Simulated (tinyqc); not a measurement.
Gated graphene, quantum capacitance: one step of the calculation.

phi is the Fermi level above the Dirac point, in volts; Vg is counted from the gate voltage of charge neutrality. Ideal linear bands, no charge puddles.

Question. New phi. N0 = (2/pi)(kB T/(hbar vF))^2; n = N0 F1(phi/Vt), p = N0 F1(-phi/Vt), F1(e) = int_0^infinity u du/(1 + exp(u - e)) = -Li2(-exp(e)); Cq = q d(n - p)/dphi = (q N0/Vt) ln[2 (1 + cosh(phi/Vt))]. Newton: f = phi + q (n - p + Dit phi)/Cox - Vg, phi(new) = phi - f/(1 + (Cq + q Dit)/Cox).

Values chosen for this exercise; values close to those of graphene:
```
symbol,value,unit,meaning
T,300,K,temperature
vF,1.11e6,m/s,Fermi velocity
Dit,4.1e11,cm^-2 eV^-1,density of traps
Vg,1.14,V,gate voltage
```

Constants: q = 1.602176634e-19 C, kB = 1.380649e-23 J/K, hbar = 1.054571817e-34 J s, Vt = kB T/q. Results are converted to the units shown.

phi at the start = 1.14 V
Cox = 0.35970138 uF/cm^2

Wanted: n; p; Cq; f; phi after iteration 1.

Answer.

n = 7.763e13 cm^-2
p = 5.628e-9 cm^-2
Cq = 21.78 uF/cm^2
f = 34.78 V
phi after iteration 1 = 0.5766 V

Numbers from tinyqc (`OMP_NUM_THREADS=1 python tinyqc.py 2200054 2200055 out.jsonl`; about 0.01 s on one thread of a shared Intel Xeon 2.30GHz).
